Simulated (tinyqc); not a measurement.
# Random telegraph noise from one oxide trap in a small MOSFET: effect of the depth of the trap from the channel interface

An acceptor-like trap exchanges electrons with the channel. Inversion charge Q = Cox u, u = n Vt W0(exp((Vg - VT)/(n Vt))), W0 the Lambert function, n = nf, Cox = eps0 eox/tox; linear regime Id = (W/L) mu Q Vd. Relative to threshold the surface potential rises by Vt ln(u/u0) and the oxide voltage by the rest of Vg - VT, with u0 = n Vt W0(1).

N = Cox u/q; dpsi = Vt ln(u/u0); E = E0 - dpsi - (xt/tox)(Vg - VT - dpsi); capture time tc = 1/[(N/zi) vth s0 exp(-xt/lt - EB/Vt)]; emission time te = tc exp(-E/Vt); occupancy te/(tc + te). A = W L; threshold step dV = q (1 - xt/tox)/(Cox A); gm/Id = 1/(u + n Vt); relative step dI/I = (gm/Id) dV + asc mu/A. fc = (1/tc + 1/te)/(2 pi); rms = (dI/I) sqrt(tc te)/(tc + te).

Values chosen for this exercise; values of the order met in silicon transistors:

| symbol | value | unit | meaning |
|---|---|---|---|
| T | 350 | K | temperature |
| eox | 7.67 |  | relative permittivity of the gate insulator (close to silicon nitride) |
| tox | 8.1 | nm | insulator thickness |
| E0 | 0.2 | eV | trap level above the channel Fermi level at threshold |
| s0 | 1e-16 | cm^2 | capture prefactor |
| EB | 0.18 | eV | capture barrier (lattice relaxation) |
| lt | 0.16 | nm | tunnelling decay length |
| vth | 1e7 | cm/s | thermal velocity |
| zi | 2.1 | nm | thickness of the inversion layer |
| VT | 0.54 | V | threshold voltage |
| nf | 1.4 |  | body factor |
| W | 98 | nm | gate width |
| L | 51 | nm | gate length |
| mu | 230 | cm^2/(V s) | mobility |
| asc | 0 | V s | scattering coefficient of the charged trap |
| Vd | 0.1 | V | drain voltage |
| Vg | 0.81 | V | gate voltage |

Constants: q = 1.602176634e-19 C, kB = 1.380649e-23 J/K, Vt = kB T/q, eps0 = 8.8541878128e-14 F/cm where lengths are in cm. Results are converted to the units shown.

Result of one run:
```
E (eV),tc (s),te (s),occupancy,dI/I (%),fc (Hz),rms dI/I (%)
0.084215,0.023420,0.0014353,0.057747,1.1676,117.68,0.27235
```

Which depth of the trap from the channel interface xt gave this result: 0.41, 2.02, 2.83 or 4.46 nm?

xt = 2.02 nm.

The whole series:
```
xt (nm),E (eV),tc (s),te (s),occupancy,dI/I (%),fc (Hz),rms dI/I (%)
0.41,0.12505,9.9886e-7,1.5807e-8,0.015578,1.4768,1.0228e7,0.18288
1.21,0.10476,1.4824e-4,4.5973e-6,0.030079,1.3231,35693,0.22600
2.02,0.084215,0.023420,0.0014353,0.057747,1.1676,117.68,0.27235
2.83,0.063670,3.7001,0.44813,0.10803,1.0120,0.39817,0.31415
3.64,0.043125,584.55,139.91,0.19312,0.85648,0.0014098,0.33810
4.46,0.022326,98307,46893,0.32295,0.69901,5.0130e-6,0.32686
5.26,0.0020345,1.4590e7,1.3638e7,0.48314,0.54538,2.2578e-8,0.27254
```

As xt goes from 0.41 to 5.26, tc rises from 9.99e-7 to 1.46e7 s, te rises from 1.58e-8 to 1.36e7 s and dI/I falls from 1.48 to 0.545 %. tc grows a decade every lt ln 10 = 0.368 nm of depth; traps spread evenly in depth therefore give corner frequencies spread evenly on a log scale, whose sum is 1/f noise if the traps contribute equal variances.

Range of the model: VT is taken as given; short-channel effects and the uneven flow of current among few electrons are left out.

Program tinyqc, `OMP_NUM_THREADS=1 python tinyqc.py 2710063 2710064 out.jsonl`; Intel Xeon 2.30GHz, shared host, one thread, about 0.01 s.
